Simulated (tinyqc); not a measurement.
## Biaxially strained (001) channel, valley splitting in an inversion layer: effect of the temperature

A thin layer grown on a relaxed buffer is stretched in the plane. The two valleys with their long axis along the growth direction (D2) sink against the four in-plane ones (D4); confinement in a triangular well splits them too. Only the lowest subband of each set is kept; one relaxation time, so the weakening of intervalley scattering is left out.

e_par = b1 x, e_perp = -2 (c12/c11) e_par, splitting D = Xu (e_par - e_perp), in-plane stress (c11 + c12 - 2 c12^2/c11) e_par. Levels E(m) = 2.33811 (hbar^2 q^2 F^2/(2 m))^(1/3): E2 = E(ml), E4 = E(mt) + D; N2 = 2 mt kB T/(pi hbar^2), N4 = 4 sqrt(mt ml) kB T/(pi hbar^2). EF solves Ns = N2 ln(1 + exp((EF - E2)/Vt)) + N4 ln(1 + exp((EF - E4)/Vt)); f2 is the share in D2, and 1/mc = f2/mt + (1 - f2)(1/mt + 1/ml)/2. The gain is mc(x = 0)/mc.

Parameters, values chosen for the exercise; values close to those of silicon on relaxed silicon-germanium: germanium share of the relaxed buffer x = 0.29; lattice mismatch per unit x b1 = 0.0418; elastic constant c11 = 168 GPa; elastic constant c12 = 65.6 GPa; shear deformation potential Xu = 9.04 eV; longitudinal mass ml = 0.913 m0; transverse mass mt = 0.193 m0; confining field F = 0.31 MV/cm; inversion density Ns = 1.8e12 cm^-2.

Constants: q = 1.602176634e-19 C, kB = 1.380649e-23 J/K, hbar = 1.054571817e-34 J s, m0 = 9.1093837015e-31 kg, Vt = kB T/q, hbar^2/(2 m0) = 0.0380998212 eV nm^2. Results are converted to the units shown.

The same in every row: D (meV) = 195.16.

Effect of the temperature:

| T (K) | f2 without strain | f2 | mc (m0) | gain |
|---|---|---|---|---|
| 150 | 0.91068 | 1.0000 | 0.19300 | 1.0365 |
| 195 | 0.81650 | 1.0000 | 0.19300 | 1.0780 |
| 240 | 0.72534 | 0.99997 | 0.19300 | 1.1214 |
| 285 | 0.64774 | 0.99979 | 0.19302 | 1.1612 |
| 330 | 0.58461 | 0.99918 | 0.19306 | 1.1955 |
| 375 | 0.53385 | 0.99770 | 0.19318 | 1.2241 |
| 420 | 0.49291 | 0.99486 | 0.19339 | 1.2474 |
| 465 | 0.45959 | 0.99020 | 0.19375 | 1.2659 |

What does the table show?

As T goes from 150 to 465 K, f2 falls from 1.00 to 0.990 (without strain: it falls from 0.911 to 0.460) and the gain rises from 1.04 to 1.27.

tinyqc, about 0.02 s, one thread, Intel Xeon 2.30GHz (shared host): `OMP_NUM_THREADS=1 python tinyqc.py 2530054 2530055 out.jsonl`
